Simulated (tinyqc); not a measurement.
Schottky emission and Poole-Frenkel conduction in an insulator, and how to tell them apart: one step of the calculation.

Schottky emission (electrode-limited): J = As T^2 exp[-(pb - b sqrt(F))/Vt], b = sqrt(q/(4 pi eps0 ei)). Poole-Frenkel emission (bulk-limited): J = s0 F exp[-(pt - 2 b sqrt(F))/Vt]. F in V/cm.

Problem. Both currents at one field. Lowerings b sqrt(F) and 2 b sqrt(F); the image-force maximum lies at sqrt(q/(16 pi eps0 ei F)) from the electrode.

Values chosen for this exercise; dielectric values close to those of aluminium oxide: temperature T = 350 K; high-frequency relative permittivity ei = 3.3; trap depth pt = 1.34 eV; Poole-Frenkel prefactor s0 = 0.017 S/cm; electrode barrier pb = 1.36 eV; Richardson constant As = 33 A/(cm^2 K^2); field F = 2.2 MV/cm.

Constants: q = 1.602176634e-19 C, kB = 1.380649e-23 J/K, Vt = kB T/q, eps0 = 8.8541878128e-14 F/cm where lengths are in cm. Results are converted to the units shown.

Give: Schottky lowering; position of the barrier top; Poole-Frenkel lowering; J, Schottky; J, Poole-Frenkel.

Solution.

Schottky lowering = 309.83 meV
position of the barrier top = 0.70417 nm
Poole-Frenkel lowering = 619.67 meV
J, Schottky = 3.0545e-9 A/cm^2
J, Poole-Frenkel = 1.5870e-6 A/cm^2

Injection and bulk transport act in series, so the smaller capacity limits the current: here the electrode, by a factor of 520.

Range of the model: At the field F a Fowler-Nordheim estimate for tunnelling through pb (mass 0.4 m0) gives 4.1e-7 A/cm^2, more than Schottky emission.

tinyqc, about 0.01 s, one thread, Intel Xeon 2.30GHz (shared host): `OMP_NUM_THREADS=1 python tinyqc.py 2370033 2370034 out.jsonl`
